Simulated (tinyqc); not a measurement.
Worked calculation: deformation-potential model of the Delta valleys of a conduction band. Values are carried at full precision from step to step, so a last printed digit may differ when a step is redone from the rounded ones.

s11 = (C11 + C12)/((C11 - C12)(C11 + 2 C12)), s12 = -C12/((C11 - C12)(C11 + 2 C12)), s44 = 1/C44; exx = s11 sxx + s12 (syy + szz) and cyclic, exy = s44 sxy/2; tension is positive. A uniaxial stress X along the unit vector n is s_ij = X n_i n_j.

Constants: kB = 8.617333262e-05 eV/K; hbar^2/2m0 = 3.80998211 eV angstrom^2.

Parameters, chosen for this exercise (near those of Si; shifted at random, so the results belong to these values and not to a real crystal): C11 = 166.9 GPa; C12 = 65.6 GPa; C44 = 76.7 GPa; load = uniaxial [100] (kind of stress); X = 1.78 GPa (stress); Xd = 1.16 eV (dilation potential); Xu = 8.65 eV (uniaxial potential); T = 300 K (temperature); ml = 0.927 m0 (longitudinal mass); mt = 0.19 m0 (transverse mass).

## Strain from a uniaxial [100] stress

Form the compliances and the strain.

s11, s12, s44 (1/TPa): 7.6993  -2.1724  13.0378

strain tensor:
```
          x          y          z
x  0.013705   0.000000   0.000000
y  0.000000  -0.003867   0.000000
z  0.000000   0.000000  -0.003867
```

## Valley shifts

Valleys with axes along x, y and z, each a pair at +k and -k. Herring-Vogt shift of a valley with unit axis a: dE = Xd tr(e) + Xu a.e.a. Non-degenerate shares n_i = exp(-dE_i/kT)/sum_j exp(-dE_j/kT). Inverse mass tensor of a valley: (1 - a a)/mt + a a/ml; the masses are taken as independent of strain.

Apply the Herring-Vogt formula to each valley.

Xd tr(e) = 6.93 meV

a.e.a: x 0.013705, y -0.003867, z -0.003867

shifts dE (meV): x 125.47, y -26.52, z -26.52

The lowest valleys are y and z, 152.0 meV below the highest; the mean shift over all valleys is (Xd + Xu/3) tr(e) = 24.14 meV.

## Shares of the electrons

Boltzmann factors of the shifts.

kT = 25.852 meV

shares: x 0.0014, y 0.4993, z 0.4993

effective number of valley axes, 1/(largest share) = 2.003

## Conductivity mass tensor

With one scattering time for all valleys the conductivity goes as M = sum_i n_i (inverse mass tensor of valley i); along the unit vector u, 1/m_c = u.M.u. Without stress 1/m_c = (1/ml + 2/mt)/3. Take u along [001].

M (1/m0):
```
       x      y      z
x  5.257  0.000  0.000
y  0.000  3.174  0.000
z  0.000  0.000  3.174
```

m_c along [001] = 0.3151 m0
m_c without stress = 0.2585 m0

The repopulation alone changes the mobility along [001] by -18.0 %; with all electrons in the valleys lightest or heaviest along this direction it would change by +36 or -72 %.

## Effective density of states

Each of the 6 whole valleys has m_d = (ml mt^2)^(1/3) and N = 2 (m_d kT/(4 pi c))^(3/2), c = hbar^2/2m0. Counted from the lowest edge, Nc = N x 2 x sum_i exp(-(dE_i - dE_min)/kT). 1 angstrom^-3 = 1e24 cm^-3.

m_d = 0.3223 m0
N of one valley = 4.591e+18 cm^-3
Nc under stress = 1.839e+19 cm^-3
Nc without stress = 2.754e+19 cm^-3

## Piezoresistance from repopulation

For small stress d(rho)/rho = pi X. For valleys on the cube axes pi11 = -(2/3) Xu (s11 - s12)/kT x (K - 1)/(2K + 1), pi12 = -pi11/2, pi44 = 0, K = ml/mt. For stress along [110]: pi_l = (pi11 + pi12 + pi44)/2 with the current along it and pi_t = (pi11 + pi12 - pi44)/2 with the current along [1-10]. 1/GPa = 100 x 1e-11/Pa.

K = 4.879

pi11, pi12, pi44 (1e-11/Pa): -79.4  39.7  0.0

pi_l, pi_t for [110] (1e-11/Pa): -19.8  -19.8

Only the transfer between valleys is counted; changes of mass and of intervalley scattering add to it in a real crystal.

## Checks

- Conductivity mass at zero stress against 3/(1/ml + 2/mt): both 0.2585078.
- Piezoresistance coefficients by finite differences against the closed form: largest difference 1.2e-08.

Computed by tinyqc, a small Python program: `OMP_NUM_THREADS=1 python tinyqc.py 1050825 1050826 out.jsonl` (the numbers bound the seed that draws the inputs); one thread of a shared host (Intel(R) Xeon(R) Processor @ 2.30GHz), about 0.01 s for the whole set of steps.
